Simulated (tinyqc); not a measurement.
Energies of the polytypes: polytypes and stacking faults of a tetrahedral semiconductor in an axial Ising model with couplings up to third neighbours. Computed by tinyqc, a small Python program. Command: `OMP_NUM_THREADS=1 python tinyqc.py 3025365 3025366 out.jsonl polytype walk`. One thread of a shared host (Intel(R) Xeon(R) Processor @ 2.30GHz), about 0.01 s of CPU time with the checks.

Each double layer has s = +1 or -1 for the sense of its stacking step; E per pair of atoms = E0 - sum_n J_n <s_i s_(i+n)>, n = 1, 2, 3. Hexagonality h = (1 - <s_i s_(i+1)>)/2.

Inputs (values chosen for the exercise, of the order of those of SiC for J, a, G and the gaps):
```
quantity,value,unit
J1,2.13,meV/pair
J2,-3.65,meV/pair
J3,-0.32,meV/pair
gap of 3C,2.39,eV
gap of 4H,3.26,eV
```

Method. E - E(3C) = sum_n J_n (1 - C_n), C_n = <s_i s_(i+n)>. The gap is taken linear in h between 3C (h = 0) and 4H (h = 1/2), a rough rule, with a dash beyond.

correlations of the repeat units 3C (+), 2H (+-), 4H (++--), 6H (+++---), 15R (+++--), 8H (++++----), 21R (++++---), 9R (++-):
```
,n = 1,n = 2,n = 3
3C,1.00000,1.00000,1.00000
2H,-1.00000,1.00000,-1.00000
4H,0.00000,-1.00000,0.00000
6H,0.33333,-0.33333,-1.00000
15R,0.20000,-0.60000,-0.60000
8H,0.50000,0.00000,-0.50000
21R,0.42857,-0.14286,-0.71429
9R,-0.33333,-0.33333,1.00000
```

Polytypes:
```
polytype,h,E - E(3C) (meV/pair),gap by the linear rule (eV)
3C,0.0000,0.0000,2.3900
2H,1.0000,3.6200,-
4H,0.5000,-5.4900,3.2600
6H,0.3333,-4.0867,2.9700
15R,0.4000,-4.6480,3.0860
8H,0.2500,-3.0650,2.8250
21R,0.2857,-3.5029,2.8871
9R,0.6667,-2.0267,-
```

E(2H) - E(3C) = 3.62 meV/pair

E(4H) - E(3C) = -5.49 meV/pair

E(6H) - E(3C) = -4.0867 meV/pair

The lowest is 4H, 0.842 meV/pair below 15R. J1/|J2| = 0.58: for J3 = 0 and J2 < 0 the ground state is 2H below -2, 4H between -2 and 2, and 3C above 2; at 2 itself all periods with bands of two or more layers are degenerate.

Extremes, crossings and ranges named in words are read from the listed rows.
